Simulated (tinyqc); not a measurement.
# Which input was changed?

Model: Froehlich polaron in a polar crystal. Computed by tinyqc, a small Python program. Command: `OMP_NUM_THREADS=1 python tinyqc.py 3010909 3010910 out.jsonl frohlich which`. One thread of a shared host (Intel(R) Xeon(R) Processor @ 2.30GHz), about 0.2 s of CPU time with the checks.

One electron in a parabolic band of mass m*, coupled to dispersionless LO phonons in the continuum model. Energies are in units of hbar omega unless marked, wave numbers in k_0 = sqrt(2 m* omega/hbar).

Inputs (values chosen for the exercise, modelled on gallium oxide): band mass m* = 0.296 m_0; LO phonon energy hbar omega = 42.3 meV; eps_inf = 3.52; static dielectric constant eps_s = 9.84; temperature T = 100 K.

Constants: hbar^2/(2 m_0) = 3.80998212 eV angstrom^2; e^2/(4 pi eps_0) = 14.39964548 eV angstrom; k_B = 8.617333262e-05 eV/K; hbar = 6.582119569e-16 eV s; e = 1.602176634e-19 C; m_0 = 9.1093837015e-31 kg.

Method. 1/eps* = 1/eps_inf - 1/eps_s; k_0 = sqrt(2 m* omega/hbar) = sqrt(m* hbar omega / (hbar^2/(2 m_0))) with m* in m_0; alpha = (e^2/(4 pi eps_0)) k_0/(2 eps* hbar omega); polaron length 1/k_0. Scattering by absorption of an LO phonon: 1/tau = 2 alpha omega n, n = 1/(exp(hbar omega/(k_B T)) - 1); mu = e tau/m*, the weak-coupling result for k_B T well below hbar omega.

Problem. One of these inputs alone was changed, within the range given: band mass m* (0.148 to 0.592); LO phonon energy hbar omega (21.15 to 84.6); eps_inf (1.76 to 7.04); temperature T (50 to 200). Which one, and to what value?

Results:
```
run     mobility (cm^2/(V s))  coupling constant alpha  polaron length 1/k_0 (angstrom)
before               3491.549                 1.780391                         17.44397
after                5436.233                 1.143498                         17.44397
```

Solution.

Each candidate set to reproduce mobility, and what it then gives:
```
candidate                          range searched  value needed  coupling constant alpha  polaron length 1/k_0 (angstrom)
band mass m* (m_0)                 0.148 to 0.592        0.2203                   1.5361                           20.218
LO phonon energy hbar omega (meV)   21.15 to 84.6         46.50                   1.6981                           16.638
eps_inf                              1.76 to 7.04         4.570                   1.1435                           17.444
temperature T (K)                       50 to 200         91.77                   1.7804                           17.444
```

Only eps_inf fits every result: it went from 3.52 to 4.57. The next best candidate, band mass m*, misses one result by 34 %.

Caution: this mobility formula holds for weak coupling and k_B T well below hbar omega, and it leaves out all other scattering.
